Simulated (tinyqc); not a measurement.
# Changing the compression V/V_0 for the pressure test

Model: equation-of-state fits to an energy-volume table made by a known binding curve. Computed by tinyqc, a small Python program. Command: `OMP_NUM_THREADS=1 python tinyqc.py 3017043 3017044 out.jsonl eosfit sweep`. One thread of a shared host (Intel(R) Xeon(R) Processor @ 2.30GHz), about 0.06 s of CPU time with the checks.

With x = (V/V_0)^(1/3), the energy per atom is E = D [exp(-2 eta (x - 1)) - 2 exp(-eta (x - 1))], so that B0 = 2 D eta^2/(9 V_0) and B' = 1 + eta. B' = dB/dP at P = 0.

Inputs (values chosen for the exercise, for a model crystal):

| quantity | value | unit |
|---|---|---|
| cohesive energy D | 6.32 | eV/atom |
| true volume V_0 | 33.7 | angstrom^3/atom |
| stiffness eta | 4.23 | - |
| half-width of the volume window w | 0.12 | - |
| shift of the window centre s | 0.015 | - |
| points N | 7 | - |
| noise amplitude | 0.17 | meV |

Binding curve: Morse. Noise: added.

numbers xi_j, drawn evenly from -1 to 1: 0.3792  -0.4640  0.8489  0.8443  -0.7532  0.1697  0.1684  -0.8188  -0.7810  -0.3372  0.4067  0.6746  0.3940  -0.1105  0.4635  0.7384  0.3076  -0.8813  0.5086  0.0160  -0.1277

Constants: 1 eV/angstrom^3 = 160.2176634 GPa.

Method:
- B0 and B' from the formulas above; P = -dE/dV at V = c V_0 (c the compression chosen), from the curve itself.
- Table: V_j = V_0 [1 + s + w (2 j/(N - 1) - 1)], j = 0..N-1, rounded to 0.001; E_j from the curve plus the noise amplitude times the listed numbers xi_j (xi_0 first), rounded to 1e-7 eV.
- Third-order Birch-Murnaghan is a cubic in u = V^(-2/3): fit it by linear least squares, find the minimum, and take B0 = V E''(V), B' = -1 - V E'''/E'' there.
- Errors are fitted minus exact, relative; the pressure at c V_0 uses P = (3 B0/2) (x^7 - x^5) [1 + (3/4)(B' - 4)(x^2 - 1)], x = (V0/V)^(1/3) with the fitted values.

One run for each value:

| compression V/V_0 for the pressure test | exact pressure at c V_0 (GPa) | fitted pressure at c V_0 (GPa) | error of that pressure (%) |
|---|---|---|---|
| 0.60 | 216.94 | 233.68 | 7.7179e+00 |
| 0.65 | 151.29 | 159.44 | 5.3904e+00 |
| 0.70 | 104.76 | 108.54 | 3.6107e+00 |
| 0.75 | 71.37 | 72.98 | 2.2664e+00 |
| 0.80 | 47.16 | 47.76 | 1.2746e+00 |
| 0.84 | 32.60 | 32.83 | 6.9227e-01 |
| 0.88 | 21.24 | 21.30 | 2.7037e-01 |
| 0.92 | 12.37 | 12.36 | -1.0774e-02 |
| 0.96 | 5.42 | 5.42 | -1.6317e-01 |

Describe and explain the trends.

Over the rows, exact pressure at c V_0 (GPa) falls from 217 to 5.42 (exponent d ln y / d ln x -4.5 between the first rows and -19 between the last); fitted pressure at c V_0 (GPa) falls from 234 to 5.42 (exponent d ln y / d ln x -4.8 between the first rows and -19 between the last); error of that pressure (%) falls from 7.72 to -0.163. The window ends at V/V_0 = 0.89; rows below it extrapolate.

Extremes, crossings and ranges named in words are read from the listed rows.
